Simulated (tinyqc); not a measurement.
Estimate of lattice thermal conductivity from elastic moduli (Slack, Klemens and Cahill formulas): one step, computed by the program tinyqc. Command: `OMP_NUM_THREADS=1 python tinyqc.py 3022592 3022593 out.jsonl slack walk`. One thread of a shared host (Intel(R) Xeon(R) Processor @ 2.30GHz), about 0.01 s of CPU time with the checks.

An isotropic solid.

Problem. Velocities, Poisson ratio and Debye temperature. rho = M/V; vL = sqrt((B + 4G/3)/rho), vT = sqrt(G/rho); v_m = [(vL^-3 + 2 vT^-3)/3]^(-1/3); Poisson ratio sigma = (3B - 2G)/(6B + 2G); Theta = hbar v_m (6 pi^2/V)^(1/3)/k_B.

Inputs (values chosen for the exercise, for a model crystal): bulk modulus B = 87.3 GPa; shear modulus G = 73 GPa; volume per atom V = 35.9 angstrom^3; mean atomic mass M = 83.3 u.

Grueneisen parameter: from thermal expansion.

Constants: u = 1.6605390666e-27 kg; hbar = 1.054571817e-34 J s; k_B = 1.380649e-23 J/K.

Give: density rho; vL; vT; v_m; Poisson ratio sigma; Debye temperature Theta.

Solution.

density rho = 3853.0 kg/m^3

vL = 6922.4 m/s

vT = 4352.7 m/s

v_m = 4791.8 m/s

Poisson ratio sigma = 0.17304

Debye temperature Theta = 432.46 K
